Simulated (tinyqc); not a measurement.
Size effects in the resistivity of thin metal films and interconnect lines: one step, computed by the program tinyqc.

Electrons lose their drift at surfaces (a share 1 - p of the hits) and at grain boundaries (reflection R), besides bulk scattering. The line sits in a trench with a non-conducting liner on both walls and the bottom; the spacing equals the drawn width.

Task: Grain boundaries. Mayadas-Shatzkes: alpha = (lambda/D) R/(1 - R); rho_b/rho = 1 - 3 alpha/2 + 3 alpha^2 - 3 alpha^3 ln(1 + 1/alpha).

Inputs (values chosen for the exercise, modelled on molybdenum): bulk mean free path lambda = 11.7 nm; grain-boundary reflection R = 0.31.

Geometry: line.

grain size D = 99.82 nm

Give: alpha; rho/rho_b from grains.

Result:

alpha = 0.05266

rho/rho_b from grains = 1.078

The linear estimate 1 + 3 alpha/2 gives 1.079, within 2 %.
